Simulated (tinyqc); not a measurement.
# FinFET, parasitic resistance, capacitance and delay: effects of single changes

Nf fins under one contact; each has gated perimeter p = 2 Hf + Wf and cross-section A = Hf Wf; contact width Wc = Nf pf, stack height Hs = Hf. Contact length Lc = CPP - Lg - 2 Lsp, shared by two neighbouring gates. Source and drain sides are equal. The formulas are first-order estimates, not field solutions.

Inputs (values chosen for the exercise); values close to those of silicon logic devices:
- T = 300 K (temperature)
- Nf = 4 (number of fins)
- Hf = 35 nm (fin height)
- Wf = 5 nm (fin width)
- pf = 27 nm (fin pitch)
- CPP = 45 nm (contacted gate pitch)
- Lg = 18 nm (gate length)
- Lsp = 4 nm (spacer length)
- ks = 4 (relative permittivity of the spacer)
- Hc = 15 nm (gate height above the channel stack)
- rc = 1.6e-9 ohm cm^2 (contact resistivity)
- re = 0.0007 ohm cm (resistivity of the source-drain epitaxy)
- te = 30 nm (current-carrying depth of the epitaxy)
- rx = 0.00079 ohm cm (resistivity of the extension)
- Lov = 2 nm (gate overlap)
- Cinv = 3 uF/cm^2 (inversion capacitance)
- vx = 1.3e7 cm/s (injection velocity)
- mu = 140 cm^2/(V s) (apparent mobility)
- VT = 0.27 V (threshold at zero drain voltage)
- dl = 0.039 V/V (barrier lowering)
- n = 1.18 (subthreshold factor)
- Cw = 0.24 fF (wire load)
- Vdd = 0.8 V (supply voltage)

Constants: q = 1.602176634e-19 C, kB = 1.380649e-23 J/K, eps0 = 8.8541878128e-12 F/m, Vt = kB T/q. Results are converted to the units shown.

Each table varies one quantity; the others keep the values above.

## Effect of the wire load

Epitaxy sheet resistance Rsh = re/te, transfer length LT = sqrt(rc/Rsh), contact Rc = [sqrt(rc Rsh)/Wc] coth(Lc/(2 LT)); extension of one fin Rx = rx Lsp/A. With N fins: gate Cg = Cinv p N Lg; per side, plate Cp = ks eps0 [Wc (Hs + Hc) - N A]/Lsp, top fringe Cf = (2/pi) ks eps0 Wc ln(1 + Lg/(2 Lsp)), overlap Co = Cinv p N Lov. One fin: I = p Q vx u/(1 + |u|^1.8)^(1/1.8), Q = Cinv n Vt ln(1 + exp((Vg' - VT + dl Vd')/(n Vt))), u = Vd' mu/(vx Lg), Vg' = Vgs - v, Vd' = Vds - 2 v, with the drop on each side v = Rc (sum of I) + Rx I. Ieff = [I(Vgs = Vdd, Vds = Vdd/2) + I(Vdd/2, Vdd)]/2, total currents. With Cs = Cp + Cf + Co, the load of an inverter of two such devices driving an equal one is CL = 2 (Cg + 2 Cs) + 4 Cs + Cw (own drains counted twice for the Miller effect); delay CL Vdd/(2 Ieff).

The same in every row: Rc (ohm) = 162.7; Rx/N (ohm) = 45.14; Ieff (uA) = 279.1.

Results:
```
Cw (fF)  CL (aF)  delay (ps)
0.02       843.9       1.210
0.043      866.9       1.242
0.2         1024       1.467
0.43        1254       1.797
0.93        1754       2.514
2           2824       4.047
```

Estimate the missing row, Cw = 0.093 fF.

Computed row:
```
Cw (fF)  CL (aF)  delay (ps)
0.093      916.9       1.314
```

With this row back in the table: As Cw goes from 0.02 to 2 fF, Ieff stays at 279 uA, CL rises from 844 to 2820 aF and the delay rises from 1.21 to 4.05 ps.

## Effect of the relative permittivity of the spacer

Same model as above.

The same in every row: Rc (ohm) = 162.7; Rx/N (ohm) = 45.14; Ieff (uA) = 279.1.

Effect of the relative permittivity of the spacer:
```
ks   CL (aF)  delay (ps)
1      797.0       1.142
2      885.9       1.270
3      974.9       1.397
4       1064       1.525
5.5     1197       1.716
7       1331       1.907
```

What does the table show?

As ks goes from 1 to 7, Ieff stays at 279 uA, CL rises from 797 to 1330 aF and the delay rises from 1.14 to 1.91 ps.

tinyqc, about 0.04 s, one thread, Intel Xeon 2.30GHz (shared host): `OMP_NUM_THREADS=1 python tinyqc.py 2170072 2170073 out.jsonl`
